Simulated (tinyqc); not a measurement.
## Field from the level spacing

Inverse problem. In a triangular well E_k = a_k (C F^2/mz1)^(1/3), a_1 = 2.338107, a_2 = 4.087949, C = hbar^2/(2 m0), F in eV/nm (1 MV/cm = 0.1 eV/nm). Find F, E_1, the mean distance 2 E_1/(3 F) of the lowest level and the sheet charge eps0 eps_r F/q behind such a field.

Values chosen for this exercise: relative permittivity eps_r = 15.7; mass along z of valley set A (4 valley(s)) mz1 = 0.121 m0.

Constants: q = 1.602176634e-19 C, hbar = 1.054571817e-34 J s, m0 = 9.1093837015e-31 kg, eps0 = 8.8541878128e-14 F/cm where lengths are in cm, hbar^2/(2 m0) = 0.0380998212 eV nm^2. Results are converted to the units shown.

spacing of the two lowest levels = 235.52290 meV

Answer. The spacing over a_2 - a_1 is the energy scale (C F^2/mz1)^(1/3), which gives F.

F = 0.8800 MV/cm
E_1 = 314.7 meV
mean distance = 2.384 nm
sheet charge over q = 7.635e12 cm^-2

tinyqc, about 0.5 s, one thread, Intel Xeon 2.30GHz (shared host): `OMP_NUM_THREADS=1 python tinyqc.py 2160056 2160057 out.jsonl`
